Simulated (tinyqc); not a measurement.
Inside a calculation. Method: tight binding, dimerised chain. One step of it, computed by the program tinyqc.

Problem. Levels at X. Diagonalise the Hermitian matrix.

H(k) at X (eV), order A, B:
```
[[0.510000, 0.870000],
 [0.870000, -0.510000]]
```

Give: eigenvalues; weights |c|^2 of the basis functions.

Solution.

eigenvalues (eV): [-1.008, 1.008]

weights |c|^2 of the basis functions, order A, B:
```
[[0.247, 0.753],
 [0.753, 0.247]]
```
